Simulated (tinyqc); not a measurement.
MOSFET in saturation, small-signal circuit and noise: two steps of the calculation.

Bias by the inversion coefficient IC = I/Ispec (charge-based model with velocity saturation; weak inversion below 0.1, strong above 10). Common-source circuit: gm, gds, Cgs, Cgd and Cj at the inner nodes, Rg in series with the gate; quasi-static, no source or drain resistance, no gate-body capacitance, no substrate network, no induced gate noise, so fmax is an upper estimate.

Parameters, values chosen for the exercise:

| symbol | value | unit | meaning |
|---|---|---|---|
| T | 293 | K | temperature |
| L | 90 | nm | gate length |
| W | 5 | um | total gate width |
| Cox | 2.07 | uF/cm^2 | gate capacitance |
| mu | 230 | cm^2/(V s) | mobility |
| n | 1.24 |  | slope factor |
| Ls | 15 | nm | velocity-saturation length |
| sg | 0.048 |  | ratio gds/gm |
| IC | 0.11 |  | inversion coefficient |
| f | 1 | GHz | signal frequency |

Constants: q = 1.602176634e-19 C, kB = 1.380649e-23 J/K, Vt = kB T/q. Results are converted to the units shown.

Task 1. Current, transconductance and gain. Ispec = 2 n mu Cox (W/L) Vt^2, lc = Ls/L, gms = [sqrt((lc IC + 1)^2 + 4 IC) - 1]/[2 + lc (lc IC + 1)], gm = gms Ispec/(n Vt), gds = sg gm.

Find: Ispec; I; gms; gm; gds; gm/I.

Result 1.

Ispec = 41.82 uA
I = 4.600 uA
gms = 0.09924
gm = 0.1325 mS
gds = 0.006362 mS
gm/I = 28.82 1/V

Task 2. Current gain and unilateral power gain. |h21| = |Y21/Y11|; U = |Y21 - Y12|^2/(4 [Re Y11 Re Y22 - Re Y12 Re Y21]). Extrapolated at 20 dB a decade: f |h21| and f sqrt(U).

Y with Rg (mS):
```
                            1                            2
1  0.0000337248+0.0277789079i  -0.0000137305-0.0113097169i
2  0.1325350810-0.0114706368i   0.0063680220+0.0239416132i
```

Wanted: |h21|; U; f |h21|; f sqrt(U).

Result 2.

|h21| = 4.789
U = 2159
f |h21| = 4.789 GHz
f sqrt(U) = 46.46 GHz

Program tinyqc, `OMP_NUM_THREADS=1 python tinyqc.py 2150040 2150041 out.jsonl`; Intel Xeon 2.30GHz, shared host, one thread, about 0.01 s.
